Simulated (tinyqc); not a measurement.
# Worked calculation: electron continuity equation in a given potential, Scharfetter-Gummel discretisation

tinyqc, about 0.01 s, one thread, Intel Xeon 2.30GHz (shared host): `OMP_NUM_THREADS=1 python tinyqc.py 2220069 2220070 out.jsonl` Printed values are rounded.

Steady state in one dimension: J = q mu n E + q D dn/dx with E = -dpsi/dx and D = mu Vt, dJ/dx = 0, fixed densities nL and nR at the ends. The potential is given, psi = U x/L, and is not changed by the electrons.

Inputs (values chosen for the exercise); mobility close to that of silicon at room temperature:
```
symbol,value,unit,meaning
T,450,K,temperature
mu,1360,cm^2/(V s),electron mobility
L,0.76,um,length of the region
nL,2e13,cm^-3,density at x = 0
nR,6.4e13,cm^-3,density at x = L
U,0.3,V,potential difference psi(L) - psi(0)
```

Constants: q = 1.602176634e-19 C, kB = 1.380649e-23 J/K, Vt = kB T/q. Results are converted to the units shown.

## Potential on the mesh

8 equal intervals, h = L/8; psi = U x/L.

psi, node 0 to 8 (V): 0.000000  0.037500  0.075000  0.112500  0.150000  0.187500  0.225000  0.262500  0.300000

## Bernoulli factors

d_i = (psi_(i+1) - psi_i)/Vt; B(d) = d/(exp(d) - 1), B(0) = 1. The flux on interval i is J_i = (q D/h) [n_(i+1) B(d_i) - n_i B(-d_i)].

```
interval       d_i    B(d_i)  B(-d_i)
0         0.967043  0.593221  1.56026
1         0.967043  0.593221  1.56026
2         0.967043  0.593221  1.56026
3         0.967043  0.593221  1.56026
4         0.967043  0.593221  1.56026
5         0.967043  0.593221  1.56026
6         0.967043  0.593221  1.56026
7         0.967043  0.593221  1.56026
```

The largest |d_i| is 0.967, below 2, so central differences would also keep densities positive.

## Tridiagonal system for the inner nodes

Row i (1 to 7): B(-d_(i-1)) n_(i-1) + b_i n_i + B(d_i) n_(i+1) = f_i with b_i = -B(-d_i) - B(d_(i-1)) and f_i = 0; the known end values are moved to the right: f_1 loses B(-d_0) nL and f_7 loses B(d_7) nR. h = L/8, D = mu Vt.

```
node  diagonal b  right side f (cm^-3)
1       -2.15349           -3.12053e13
2       -2.15349                     0
3       -2.15349                     0
4       -2.15349                     0
5       -2.15349                     0
6       -2.15349                     0
7       -2.15349           -3.79662e13
```

## Densities and current

B(d_i) and B(-d_i) are the Bernoulli factors of the potential steps, b and f the diagonal and right side. Solve B(-d_(i-1)) n_(i-1) + b_i n_i + B(d_i) n_(i+1) = f_i (end values already in f), then J_i = (q D/h) [n_(i+1) B(d_i) - n_i B(-d_i)], h = L/8, D = mu Vt.

n, node 0 to 8 (cm^-3): 2e13  2.00313e13  2.01137e13  2.03305e13  2.09006e13  2.24001e13  2.63440e13  3.67171e13  6.4e13
J, interval 0 to 7 (A/cm^2): -17.1858  -17.1858  -17.1858  -17.1858  -17.1858  -17.1858  -17.1858  -17.1858

Without sources J is the same on every interval. A mesh 200 times finer gives the same densities: for a potential that is linear on each interval and no sources the scheme is exact.
